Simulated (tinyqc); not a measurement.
Worked calculation: Cahn-Hilliard equation on a periodic one-dimensional grid. Computed by tinyqc, a small Python program that keeps every step. Command: `OMP_NUM_THREADS=1 python tinyqc.py 3002242 3002243 out.jsonl cahn walk`. One thread of a shared host (Intel(R) Xeon(R) Processor @ 2.30GHz), about 0.06 s of CPU time with the checks. Intermediate numbers are printed to about 7 digits and carried at full precision; extremes and crossings named in words are read from the listed rows.

Free energy F = h sum_j [A (c_j^2 - 1)^2/4 + (kappa/2) ((c_(j+1) - c_j)/h)^2]; dc/dt = Lap(mu), mu = A (c^3 - c) - kappa Lap(c), Lap(y)_j = (y_(j+1) - 2 y_j + y_(j-1))/h^2, mobility 1; the grid has n = 12 points.

Inputs (values chosen for the exercise, in reduced units):
```
quantity                    value  unit
spacing h                     1.4     -
well depth A                  1.2     -
gradient coefficient kappa    1.5     -
mean composition c0         0.071     -
noise amplitude              0.02     -
time step dt                 0.11     -
end time                      100     -
```

Scheme: explicit Euler.

## Linear stability

f'' = A (3 c0^2 - 1). Mode m has lambda_m = (4/h^2) sin^2(pi m/n) and the rate w_m = -lambda_m (f'' + kappa lambda_m). In the continuum the fastest wavelength is 2 pi sqrt(2 kappa/|f''|) with the rate f''^2/(4 kappa). Explicit steps near c = +-1, where f'' = 2A, are stable for dt < 2/(16 kappa/h^4 + 8 A/h^2).

f'' = -1.181852

Modes of the grid:
```
m  lambda_m        w_m
1  0.136709   0.133536
2  0.510204   0.212524
3  1.020408  -0.355877
4  1.530612  -1.705203
5  1.904108  -3.188064
6  2.040816  -3.835453
```

fastest wavelength = 10.01057

largest rate = 0.2327958

explicit limit of dt = 0.1794469

2 mode(s) grow; the fastest on the grid is m = 2, while the box holds 1.68 fastest wavelengths. dt is 0.61 of the explicit limit.

## The first step

random numbers: 0.908  0.904  -0.368  -0.196  -0.265  0.564  -0.740  0.708  0.132  -0.914  0.388  0.550

Start: c_j = c0 + amplitude x (z_j - mean of z). c(new) = c + dt Lap(mu).

c at the start: 0.086375  0.086295  0.060855  0.064295  0.062915  0.079495  0.053415  0.082375  0.070855  0.049935  0.075975  0.079215

mu at the start: -0.0973359  -0.0833747  -0.0948576  -0.0731463  -0.0889441  -0.0621432  -0.1060376  -0.0671996  -0.0774053  -0.0957114  -0.0731948  -0.0974615

c after one step: 0.08715149  0.08486701  0.06271794  0.06218990  0.06530574  0.07552741  0.05805814  0.07962256  0.07040038  0.05222607  0.07334940  0.08058396

F at the start = 4.989900

F after one step = 4.989455

## The run

Run to the end time; break off if |c| exceeds 3 or F has risen by more than 1e-9 in more than 30 steps. Domains = stretches with c > c0.

Course:
```
step      t         F       min c      max c  domains
0      0.00  4.989900   0.0499350  0.0863750        3
18     1.98  4.988726   0.0571131  0.0949580        2
45     4.95  4.987594   0.0447309  0.1090403        2
91    10.01  4.977885  -0.0044493  0.1659077        2
136   14.96  4.916929  -0.1330694  0.3021049        2
182   20.02  4.695004  -0.3883678  0.5463747        2
273   30.03  4.542066  -0.6197083  0.7706519        2
364   40.04  4.537481  -0.6272784  0.7860292        2
500   55.00  4.520388  -0.6268477  0.7998767        2
636   69.96  4.431718  -0.6178133  0.8169287        2
773   85.03  3.401764  -0.6434465  0.8282888        1
909   99.99  2.452053  -0.9517393  0.9710237        1
```

c at the end: 0.9621122  0.8742808  0.4887698  -0.4704321  -0.8667440  -0.9517393  -0.9311178  -0.7524948  -0.0924152  0.6952128  0.9255440  0.9710237

F at the end = 2.452053

steps in which F rose = 0

F never rises by more than 1e-9 in a step. The count of domains goes from 3 in the noise to 1 at the end, and c spans -0.952 to 0.971.

## Interfaces

Continuum wall between c = -1 and +1: c = tanh(x/w), w = sqrt(2 kappa/A), energy s = (2/3) sqrt(2 kappa A). With two walls per domain, the estimate of F at the end is 2 x domains x s. Volume fraction of the +1 phase by the lever rule: (1 + c0)/2.

wall half width w = 1.581139

wall energy s = 1.264911

estimate of F = 2.529822

volume fraction = 0.5355

w/h = 1.129385

The run ends at F = 2.4521, 0.97 of the estimate: the walls are well formed.

Checks made by the program: conservation of the mean (relative difference below 1e-10).
